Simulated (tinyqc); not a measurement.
# Abrupt p-n junction, non-linear Poisson equation by Newton steps: two studies

One dimension, p side on the left, n side on the right; net doping C = -Na for x < 0 and +Nd for x > 0. The potential psi is counted from the intrinsic level, and the quasi-Fermi potentials are flat: 0 for holes and -V for electrons, so n = ni exp((psi + V)/Vt) and p = ni exp(-psi/Vt) (Boltzmann statistics, full ionisation, no current). Under reverse bias this makes the minority densities vanishingly small everywhere; they play no part in the charge.

Inputs (values chosen for the exercise); band and dielectric values those of a made-up semiconductor: temperature T = 300 K; band gap Eg = 1.35 eV; relative permittivity eps_r = 8.81; conduction-band density of states at T Nc = 2.77e19 cm^-3; valence-band density of states at T Nv = 3.28e19 cm^-3; acceptor density of the p side Na = 2.9e15 cm^-3; donor density of the n side Nd = 5.3e16 cm^-3; bias of the p side against the n side V = -6.8 V.

Constants: q = 1.602176634e-19 C, kB = 1.380649e-23 J/K, Vt = kB T/q, eps0 = 8.8541878128e-14 F/cm where lengths are in cm. Results are converted to the units shown.

Each table varies one quantity; the others keep the values above.

## Capacitance and field against bias

The Poisson equation d/dx(eps0 eps_r dpsi/dx) = -q (p - n + C) is solved on a mesh of more than 1000 nodes that ends in neutral material (psi_p = -Vt ln(Na/ni), psi_n = Vt ln(Nd/ni) - V). C_j = q d/dV of the integral of p over x, from the linearised equation. ni = sqrt(Nc Nv) exp(-Eg/(2 Vt)), Eg in volts. Depletion approximation: Vbi = Vt ln(Na Nd/ni^2), W = sqrt(2 eps0 eps_r (Vbi - V)(1/Na + 1/Nd)/q), xp = W Nd/(Na + Nd), xn = W Na/(Na + Nd), peak field 2 (Vbi - V)/W, capacitance eps0 eps_r/W. The last column applies it to an abrupt Na-Nd junction.

Results:
```
V (V)  peak |E| (kV/cm)  C_j (nF/cm^2)  1/C_j^2 (cm^4/uF^2)  eps0 eps_r/C_j (nm)  abrupt depletion C (nF/cm^2)
0.14              29.98          15.13                 4369                515.6                         14.59
-0.32             37.29          11.90                 7064                655.6                         11.65
-0.78             43.58          10.13                 9747                770.1                         9.975
-1.24             49.14          8.971              1.243e4                869.5                         8.864
-1.7              54.15          8.137              1.510e4                958.7                         8.057
-2.16             58.75          7.499              1.778e4                 1040                         7.437
-2.62             63.01          6.991              2.046e4                 1116                         6.940
-3.54             70.78          6.224              2.581e4                 1253                         6.188
-4                74.36          5.924              2.849e4                 1317                         5.893
```

Estimate the missing row, V = -3.08 V.

Computed row:
```
V (V)  peak |E| (kV/cm)  C_j (nF/cm^2)  1/C_j^2 (cm^4/uF^2)  eps0 eps_r/C_j (nm)  abrupt depletion C (nF/cm^2)
-3.08             67.01          6.574              2.314e4                 1187                         6.532
```

With this row back in the table: With V going from 0.14 to -4 V, C_j falls from 15.1 to 5.92 nF/cm^2 and the peak field rises from 30.0 to 74.4 kV/cm. The slope of 1/C_j^2, read as N = 2/(q eps0 eps_r |slope|), gives 2.73e15 cm^-3 between the first two rows and 2.75e15 cm^-3 between the last two, against Na Nd/(Na + Nd) = 2.75e15 cm^-3; the slopes of all rows agree within 0.7 %, as for uniform doping at both edges. At the end C_j goes as (Vbi - V)^(-0.51) with Vbi = 0.947 V, and it is 0.53 % above the abrupt depletion formula (at the first row 3.7 % above it).

## Effect of the band gap

Exact first integral for an abrupt junction with thick neutral sides: psi_p = -Vt ln(Na/ni), psi_n = Vt ln(Nd/ni) - V, psi_j = (Nd psi_n + Na psi_p - Vt (Nd - Na))/(Na + Nd) at the junction, n_j = ni exp((psi_j + V)/Vt), p_j = ni exp(-psi_j/Vt), and E_j^2 = (2 q/(eps0 eps_r)) [Nd (psi_n - psi_j - Vt) + Vt (n_j + p_j)] (minority densities of the neutral sides neglected).

The same in every row: share of W on the n side (%) = 5.1878.

Effect of the band gap:
```
Eg (eV)  ni (cm^-3)  Vbi (V)  W (nm)  peak field, depletion (kV/cm)  peak field, exact (kV/cm)
1.09      2.1066e10  0.68691  1628.3                         91.958                     91.640
1.47       1.3543e7   1.0669  1669.1                         94.263                     93.953
1.86         7175.7   1.4569  1710.0                         96.571                     96.268
2.24         4.6132   1.8369  1748.9                         98.768                     98.472
2.63      0.0024443   2.2269  1788.0                         100.97                     100.68
3.01      1.5714e-6   2.6069  1825.2                         103.08                     102.79
3.4      8.3259e-10   2.9969  1862.7                         105.19                     104.91
```

What does the comparison show?

ni falls from 2.11e10 to 8.33e-10 cm^-3, and Vbi follows the gap one to one, staying 0.403 V below it (Vt ln(Nc Nv/(Na Nd))). W rises from 1630 to 1860 nm and the exact peak field rises from 91.6 to 105 kV/cm. W goes as the square root of Vbi - V, the exact field as (Vbi - V)^(0.50) on average. The depletion field is 0.35 % above the exact one in the first row and 0.26 % above it in the last.

tinyqc, about 0.02 s, one thread, Intel Xeon 2.30GHz (shared host): `OMP_NUM_THREADS=1 python tinyqc.py 2000026 2000027 out.jsonl`
